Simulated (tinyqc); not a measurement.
Sublattice potential against complex hopping: Haldane model. Computed by the program tinyqc. H_AA = delta - 2 t2 sum cos(k.b + phi), H_BB = -delta - 2 t2 sum cos(k.b - phi), H_AB = -t1 (1 + exp(-i k.a1) + exp(-i k.a2)), b = a1, a2 - a1, -a2, m = 3 sqrt3 t2 sin(phi); the sign of the Chern number follows the orientation k1 then k2.

Honeycomb lattice:
```
parameter      value
t1 (eV)     2.350000
t2 (eV)     0.300000
phi (rad)  -2.140000
```

Gaps at the two valleys (eV) and Chern number of the lower band (12 x 12 mesh):
```
delta    gap 2|delta - m|  gap 2|delta + m|  Chern number
-2.3630            2.0999            7.3521             0
-1.7070            0.7879            6.0401             0
-0.7880            1.0501            4.2021             1
0.0000             2.6261            2.6261             1
0.5250             3.6761            1.5761             1
0.9850             4.5961            0.6561             1
1.6410             5.9081            0.6559             0
2.6260             7.8781            2.6259             0
```

What does the comparison show, and why?

Here |m| = 1.3131 eV. For |delta| < |m| the two valleys have masses of opposite sign and the Chern number is +/-1; one gap closes at |delta| = |m|, and beyond it the band is trivial.
